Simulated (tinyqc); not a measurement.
# Junctionless gate-all-around wire, depletion approximation: two studies

A uniformly doped n-type wire of radius R under a surrounding gate; long channel. Below flat band a shell from radius rc to R is fully depleted and the neutral core, at channel potential V (0 at the source, Vd at the drain), carries the current with constant mobility; s = (rc/R)^2 is the share of the cross-section that conducts. The edge of the depleted shell is taken as abrupt, so there is no subthreshold current.

Inputs (values chosen for the exercise); material values those of a made-up semiconductor:
```
symbol   value        unit                                      meaning
eps_r     9.86               relative permittivity of the semiconductor
eox          9              relative permittivity of the gate insulator
tox          5          nm                          insulator thickness
R            4          nm                                  wire radius
Nd      2.1e19       cm^-3                                donor density
Vfb       0.81           V                            flat-band voltage
mu          57  cm^2/(V s)               effective mobility in the wire
L          0.5          um                                  gate length
Vd         0.2           V                                drain voltage
```

Constants: q = 1.602176634e-19 C, eps0 = 8.8541878128e-14 F/cm where lengths are in cm. Results are converted to the units shown.

Each table varies one quantity; the others keep the values above.

## Transfer curve

Cox = eps0 eox/(R ln(1 + tox/R)); A = q Nd R^2/(4 eps0 eps_r); B = q Nd R/(2 Cox); VT = Vfb - A - B. s solves Vfb - Vg + V = A (1 - s + s ln s) + B (1 - s), and s = 0 where the left side exceeds A + B. I = (q mu Nd pi R^2/L)[g(s0) - g(sL)], g = A (s^2/4 - (s^2/2) ln s) + B s^2/2, with s0 at V = 0 and sL at V = Vd.

Transfer curve:
```
Vg (V),s0,rc at the source (nm),sL,I (uA)
0.42,0.04143,0.8142,0,0.001393
0.47,0.1158,1.361,0,0.008836
0.52,0.2055,1.813,0,0.02421
0.56,0.2870,2.143,0,0.04314
0.61,0.4008,2.532,0.02879,0.07547
0.66,0.5282,2.907,0.09963,0.1141
0.71,0.6697,3.273,0.1864,0.1580
0.75,0.7938,3.564,0.2658,0.1970
0.8,0.9639,3.927,0.3770,0.2507
```

Read the table: what changes, and by how much?

Between VT = 0.382 V and flat band, the core radius rises from 0.814 to 3.93 nm and the current rises from 0.00139 to 0.251 uA. The drain end is pinched off in 4 of the 9 rows. ds0/dVg is 1.49 1/V between the first two rows and 3.40 1/V between the last two: the gate acts more strongly when the depleted shell between it and the core is thin. For Vg = 0.42 to 0.47 V the core at the source is under two Debye lengths (at 300 K) in radius, so the abrupt edge fails.

## Effect of the insulator thickness on the threshold

Same model as above.

The flat-band conductance is G0 = q mu Nd pi R^2/L.

The same in every row: A (V) = 0.15416; G0 (uS) = 1.9280.

Result of one run:
```
tox (nm),Cox (uF/cm^2),B (V),VT (V)
1.7,5.6249,0.11963,0.53621
```

What becomes of these results when the insulator thickness tox is changed from 1.7 to 15 nm, all else the same?

Result of the changed run:
```
tox (nm),Cox (uF/cm^2),B (V),VT (V)
15,1.2786,0.52630,0.12954
```

The whole series:
```
tox (nm),Cox (uF/cm^2),B (V),VT (V)
1.7,5.6249,0.11963,0.53621
2.4,4.2387,0.15876,0.49709
3.5,3.1692,0.21233,0.44351
5,2.4567,0.27391,0.38193
7.2,1.9349,0.34778,0.30806
10,1.5902,0.42315,0.23269
15,1.2786,0.52630,0.12954
```

As tox goes from 1.7 to 15 nm, VT falls from 0.536 to 0.130 V and G0 stays at 1.93 uS. A + B goes on average as tox^(0.42). The device is normally off (VT > 0) in 7 of the 7 rows.

Numbers from tinyqc (`OMP_NUM_THREADS=1 python tinyqc.py 2460132 2460133 out.jsonl`; about 0.01 s on one thread of a shared Intel Xeon 2.30GHz).
